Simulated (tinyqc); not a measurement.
# Electron mobility in a silicon inversion layer, empirical terms and Matthiessen rule: two studies

Inversion layer of sheet density Ns on a uniformly doped body. The mobility terms are empirical power laws with prefactors chosen for the exercise; adding their inverses (Matthiessen) is itself an approximation.

Inputs (values chosen for the exercise); material values close to those of silicon: temperature T = 293 K; band gap Eg = 1.14 eV; relative permittivity of the semiconductor eps_r = 11.8; conduction-band density of states at T Nc = 2.67e19 cm^-3; valence-band density of states at T Nv = 2.61e19 cm^-3; reverse body bias Vsb = 0 V; weight of the inversion charge in the effective field eta = 0.5; phonon-limited mobility at 1 MV/cm and 300 K Ap = 453 cm^2/(V s); roughness-limited mobility at 1 MV/cm As = 1170 cm^2/(V s); exponent of the roughness term gs = 2; Coulomb prefactor Ac = 2700 cm^2/(V s); charge at the interface Nit = 4.7e10 cm^-2; inversion density Ns = 3.6e12 cm^-2.

Constants: q = 1.602176634e-19 C, kB = 1.380649e-23 J/K, Vt = kB T/q, eps0 = 8.8541878128e-14 F/cm where lengths are in cm. Results are converted to the units shown.

Each table varies one quantity; the others keep the values above.

## Effect of the body doping

ni = sqrt(Nc Nv) exp(-Eg/(2 Vt)), Eg in volts; Ndep = sqrt(2 eps0 eps_r Nb (2 Vt ln(Nb/ni) + Vsb)/q); E = q (Ndep + eta Ns)/(eps0 eps_r), in MV/cm. With t = T/(300 K): muC = Ac (Ns/1e12 cm^-2) t/(Nb/1e17 cm^-3 + Nit/1e11 cm^-2), muP = Ap E^(-1/3) t^(-1.75), muS = As E^(-gs); 1/mu is the sum of the inverses.

Effect of the body doping:
```
Nb (cm^-3)  E (MV/cm)  muC (cm^2/(V s))  muP (cm^2/(V s))  muS (cm^2/(V s))  mu (cm^2/(V s))
2e16           0.3451           1.417e4             673.1              9826            603.1
4.4e16         0.3810           1.043e4             651.2              8059            569.6
9.7e16         0.4357              6592             622.8              6164            520.9
2.1e17         0.5162              3694             588.5              4390            455.0
4.7e17         0.6435              1836             546.9              2826            366.7
1e18           0.8228             906.7             503.8              1728            272.8
2.3e18          1.123             404.5             454.2             927.9            173.9
5e18            1.549             188.1             408.1             487.9            101.9
```

As Nb goes from 2e16 to 5e18 cm^-3, E rises from 0.345 to 1.55 MV/cm and mu falls from 603 to 102 cm^2/(V s). The smallest term is the phonon one in the first row and the Coulomb one in the last. At Nb = 5e18 cm^-3 E passes 1.5 MV/cm, beyond the usual range of such laws.

## Universality: two dopings at the same effective field

Same model as above.

For each E, Ns is chosen to give that field on bodies with Nb = 2e16 and 1.5e17 cm^-3; the last column leaves out muC.

Universality: two dopings at the same effective field:
columns A: E (MV/cm); B: Ns, light body (cm^-2); C: mu, light (cm^2/(V s)); D: Ns, heavy body (cm^-2); E: mu, heavy (cm^2/(V s)); F: without muC (cm^2/(V s))
```
A             B      C         D      E      F
0.213  1.878e12  694.9  1.554e11  163.7  767.0
0.279  2.738e12  647.9  1.016e12  457.5  689.4
0.365  3.860e12  590.5  2.138e12  505.8  614.4
0.478  5.334e12  526.6  3.612e12  485.8  540.1
0.625  7.251e12  458.7  5.529e12  438.6  466.2
0.818  9.768e12  387.8  8.046e12  378.0  391.7
1.07   1.305e13  316.0  1.133e13  311.4  318.0
1.4    1.736e13  246.3  1.564e13  244.3  247.2
```

Read the table: what changes, and by how much?

The heavily doped body has 0.236 of the mobility of the light one in the first row and 0.992 in the last; there they lie 1.2 % below and 0.36 % below the curve without Coulomb scattering, which depends on E alone. The heavy body leaves that curve at low E because its field comes mostly from depletion charge and few carriers screen.

Computed by the program tinyqc: `OMP_NUM_THREADS=1 python tinyqc.py 2510155 2510156 out.jsonl`, one thread of a shared Intel Xeon 2.30GHz, about 0.01 s for the whole run.
